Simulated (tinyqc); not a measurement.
Contact resistivity and sheet resistance from two contact lengths.

Question. Rc = [sqrt(rc Rsh)/Wc] coth(Lc/(2 LT)), LT = sqrt(rc/Rsh), Wc = 40 nm; the second contact is twice as long as the first. Find LT, rc and Rsh.

Rc for Lc = 19 and 38 nm (ohm): 589.988497  311.308126

Solution. With t = tanh(Lc/(2 LT)) for the shorter contact, the resistance of the longer over that of the shorter is (1 + t^2)/2. Then sqrt(rc Rsh) = Rc t Wc, and rc and Rsh follow by multiplying and dividing by LT.

LT = 39.6 nm
rc = 2.20e-9 ohm cm^2
Rsh = 140 ohm

Computed by the program tinyqc: `OMP_NUM_THREADS=1 python tinyqc.py 2170026 2170027 out.jsonl`, one thread of a shared Intel Xeon 2.30GHz, about 0.04 s for the whole run.
